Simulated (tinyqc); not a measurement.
Kinetics of strain relaxation and threading dislocations in mismatched semiconductor layers. From one set of inputs to another, one input at a time. Computed by tinyqc, a small Python program. Command: `OMP_NUM_THREADS=1 python tinyqc.py 3002008 3002009 out.jsonl threading ladder`. One thread of a shared host (Intel(R) Xeon(R) Processor @ 2.30GHz), about 0.02 s of CPU time with the checks.

60-degree dislocations on {111} planes of a (001) layer, isotropic elasticity. The Schmid factor is 1/sqrt(6), and a misfit segment relieves strain with b/2.

The inputs printed are set A. Inputs not listed in the table keep their values of set A, so the rows need not describe a real material.

Inputs (values chosen for the exercise, modelled on In(0.2)Ga(0.8)As on GaAs):
```
quantity                                   value          unit
misfit f                                  0.0154             -
shear modulus G                             43.2           GPa
Poisson ratio nu                            0.32             -
Burgers vector b                            4.05      angstrom
glide activation energy Q                    1.3            eV
velocity prefactor v0                      12000   m/s per MPa
layer thickness h                             89            nm
anneal temperature T                         561             K
anneal time t                                 36             s
initial thread density rho_0             3.3e+07        1/cm^2
multiplication constant delta               5400           1/m
grading rate (misfit per thickness) R_f   0.0028  1/micrometre
growth temperature of the buffer T_g         993             K
growth rate R_g                              0.1          nm/s
```

Sources: fixed density of threads.

Constants: k_B = 8.617333262e-05 eV/K.

Method:
- Excess resolved stress tau = (1/sqrt 6) [2 G (1 + nu)/(1 - nu)] (e - e_eq), e_eq = b (1 - nu/4) [ln(h/b) + 1]/(4 pi (1 + nu) h), the Matthews-Blakeslee strain of an uncapped layer; glide velocity v = v0 tau exp(-Q/(k_B T)), tau in MPa.
- Threads run in two directions, so de/dt = -(b/4) rho v, with rho fixed. With x = e - e_eq, x0 = f - e_eq (fully strained at t = 0) and v = m S x (m the mobility, S x = tau): x = x0 exp(-t/t_r), t_r = 4/(b rho_0 m S).
- The half time is that at which x = x0/2.
- In steady grading, strain is fed at R_f R_g and relieved at (b/4) rho v. As a glide-limited estimate, the driving stress is taken as the mean stress of the strained top zone, whose depth z solves R_f z/2 = e_eq(z), with strain R_f z at the surface; tau_g = S R_f z/2 is its mean; then rho = 4 R_f R_g/(b m tau_g), m = v0 exp(-Q/(k_B T_g)), S = (1/sqrt 6) 2 G (1 + nu)/(1 - nu), e_eq(z) = b (1 - nu/4) [ln(z/b) + 1]/(4 pi (1 + nu) z).

Each row keeps all changes above it:
```
input moved                                               from     to  excess stress tau (MPa)  half time (s)  thread density of the buffer (1/cm^2)
set A                                                        -      -                      944          12.05                                    2.7
shear modulus G (GPa)                                     43.2   53.3                     1165           9.76                                    2.2
growth temperature of the buffer T_g (K)                   993    871                     1165           9.76                                   18.4
velocity prefactor v0 (m/s per MPa)                      12000  30000                     1165           3.91                                    7.3
anneal time t (s)                                           36    250                     1165           3.91                                    7.3
grading rate (misfit per thickness) R_f (1/micrometre)  0.0028  0.015                     1165           3.91                                   18.1
layer thickness h (nm)                                      89     47                     1069           3.91                                   18.1
growth rate R_g (nm/s)                                     0.1    1.1                     1069           3.91                                  198.9
```

Which inputs carry the difference?

Excess stress tau goes from 944 to 1070, a factor 1.13 in all. The largest single move comes from shear modulus G (a factor 1.23), and layer thickness h works against it (a factor 0.918). Half time goes from 12.0 to 3.91, a factor 0.324 in all. The largest single move comes from velocity prefactor v0 (a factor 0.400). Thread density of the buffer goes from 2.70 to 199, a factor 73.7 in all. The largest single move comes from growth rate R_g (a factor 11.0), and velocity prefactor v0 works against it (a factor 0.400). The single moves hold for this order of the switches; the total does not depend on the order.

Caution (all rows): real buffers seldom go below 1e5 /cm^2, as pile-ups and nucleation take over; this value is a lower bound. Caution (rows shear modulus G, growth temperature of the buffer T_g, velocity prefactor v0, anneal time t, grading rate (misfit per thickness) R_f, layer thickness h, growth rate R_g): at stresses above about 1 GPa the linear velocity law understates glide, as stress lowers the kink barrier.

Extremes, crossings and ranges named in words are read from the listed rows.
